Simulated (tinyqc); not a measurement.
Inside a calculation. Method: RHF in the 6-31g basis, for He, spin multiplicity 1. One step of it, computed by the program tinyqc.

Task: Iteration 4: DIIS coefficients. Solve [B -1; -1 0][c; lambda] = [0; -1] for the coefficients, which sum to one.

B (overlaps of the stored error matrices):
```
[[9.1105463e-01, 7.6323664e-02, -4.9238651e-04, -2.2215943e-04],
 [7.6323664e-02, 6.3940202e-03, -4.1249713e-05, -1.8611421e-05],
 [-4.9238651e-04, -4.1249713e-05, 2.6611409e-07, 1.2006778e-07],
 [-2.2215943e-04, -1.8611421e-05, 1.2006778e-07, 5.4173273e-08]]
```

Give: DIIS coefficients.

Result:

DIIS coefficients: [-0.0266, 0.3209, 0.3529, 0.3528]
